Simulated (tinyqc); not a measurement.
Polycrystalline film, grain-boundary barriers (Seto model): two steps of the calculation.

One-dimensional grains of size Lg with donors N; each boundary has Qt acceptor-like traps per area at one level Et below the band edge. Trapped electrons qt deplete a width w = qt/N (both sides together) and raise a barrier Vb = q N w^2/(8 eps0 eps_r). Current crosses the barriers by thermionic emission at small bias. Abrupt depletion, full ionisation, Boltzmann statistics.

Inputs (values chosen for the exercise); values close to those of polycrystalline silicon: temperature T = 300 K; relative permittivity of the semiconductor eps_r = 11.7; grain size Lg = 400 nm; trap density at a boundary Qt = 1.3e12 cm^-2; donor density N = 6e16 cm^-3; conduction-band density of states at T Nc = 2.8e19 cm^-3; trap level below the band edge Et = 0.36 eV.

Constants: q = 1.602176634e-19 C, kB = 1.380649e-23 J/K, Vt = kB T/q, eps0 = 8.8541878128e-14 F/cm where lengths are in cm. Results are converted to the units shown.

Task 1. Critical doping and limits of the barrier. N* = Qt/Lg; fully depleted grains have Vb = q N Lg^2/(8 eps0 eps_r), filled traps Vb = q Qt^2/(8 eps0 eps_r N); the true barrier cannot exceed the smaller.

Give: N*; Vb, fully depleted; Vb, traps filled.

Result 1.

N* = 3.250e16 cm^-3
Vb, fully depleted = 1.856 V
Vb, traps filled = 0.5445 V

Task 2. Trapped charge. w = qt/N, Vb = q N w^2/(8 eps0 eps_r), out = Qt/(1 + 2 (Nc/N) exp((Vb - Et)/Vt)); qt(new) = qt + 0.12 (out - qt).

qt at the start = 6.9e11 cm^-2

Wanted: w; Vb; out; qt after iteration 1.

Result 2.

w = 115.00 nm
Vb = 0.15340 V
out = 9.8802e11 cm^-2
qt after iteration 1 = 7.2576e11 cm^-2

Program tinyqc, `OMP_NUM_THREADS=1 python tinyqc.py 2610047 2610048 out.jsonl`; Intel Xeon 2.30GHz, shared host, one thread, about 0.01 s.
